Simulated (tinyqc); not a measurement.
Global model of a low-pressure process discharge: electron temperature, density, ion flux and ion energy: one step, computed by the program tinyqc.

Maxwellian electrons with temperature T_e in eV, one positive ion, no negative ions, uniform bulk density n; rate constants have the Arrhenius form.

Problem. Biased electrode. All bias power goes to ions: V_b = P_b/(J pi r^2). Debye length at the sheath edge lambda_D = sqrt(eps_0 T_e/(e h_L n)); Child-law sheath s = (sqrt2/3) lambda_D (2 V/T_e)^(3/4), V = V_b + V_s; ion transit time tau_i = 3 s sqrt(M/(2 e V)); collisions in the sheath s/lambda_i.

Inputs (values chosen for the exercise, of the order of those of an inductive discharge in a simple atomic gas):

| quantity | value | unit |
|---|---|---|
| ion mass M | 28 | u |
| gas temperature T_g | 300 | K |
| radius R | 24 | cm |
| height L | 7.4 | cm |
| bias power P_b | 69 | W |
| radius of the biased electrode | 5 | cm |
| bias frequency | 13.56 | MHz |

ion current density J = 0.3613523 mA/cm^2

T_e = 1.805414 eV

h_L = 0.1558922

plasma density n = 5.800373e+10 1/cm^3

wall potential V_s = 8.126626 V

ion mean free path = 0.1348729 cm

Constants: eps_0 = 8.8541878128e-12 F/m; e = 1.602176634e-19 C; u = 1.6605390666e-27 kg.

Give: bias voltage V_b; lambda_D; sheath width s; ion transit time; transit time over bias period; s/lambda_i.

Solution.

bias voltage V_b = 2431 V

lambda_D = 105.0 micrometre

sheath width s = 18.56 mm

ion transit time = 429.4 ns

transit time over bias period = 5.823

s/lambda_i = 13.76

Ions take many periods to cross and see the mean voltage: a narrow energy distribution. Many ions collide in the sheath, which lowers their energy and widens their angles. Caution: at so short an ion path the formulas for h_L and h_R give way to the ambipolar-diffusion limit.
